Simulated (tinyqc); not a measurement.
Ellipsometry and reflectance of a transparent film on an absorbing substrate: one step of the calculation.

Air (index 1), film, substrate with N2 = n2 - i k2; time factor exp(+i w t). q_j = sqrt(N_j^2 - sin^2 th), root with positive real part. Fresnel coefficients r_s = (q_a - q_b)/(q_a + q_b), r_p = (N_b^2 q_a - N_a^2 q_b)/(N_b^2 q_a + N_a^2 q_b). tan(Psi) exp(i Delta) = R_p/R_s, Delta taken from 0 to 360 degrees.

Question. Psi, Delta and reflectances. beta = 2 pi d q1/lam, X = exp(-2 i beta), R = (r01 + r12 X)/(1 + r01 r12 X) for p and s.

Values chosen for this exercise: wavelength lam = 632.8 nm; film thickness d = 60 nm.

q1 = 0.86705899
r01,p = -0.33074481
r01,s = -0.54023609
r12,p = 0.34698415-0.00201049i
r12,s = -0.62522199+0.00158894i

Find: beta; X; R_p; R_s; Psi; Delta; |R_p|^2; |R_s|^2.

Answer.

beta = 0.5166 rad
X = 0.5122-0.8589i
R_p = -0.1955-0.2970i
R_s = -0.7976+0.2611i
Psi = 22.96 degrees
Delta = 74.77 degrees
|R_p|^2 = 0.1264
|R_s|^2 = 0.7043

The bare substrate gives Psi = 1.215 and Delta = 172.94 degrees.

Numbers from tinyqc (`OMP_NUM_THREADS=1 python tinyqc.py 2870115 2870116 out.jsonl`; about 0.4 s on one thread of a shared Intel Xeon 2.30GHz).
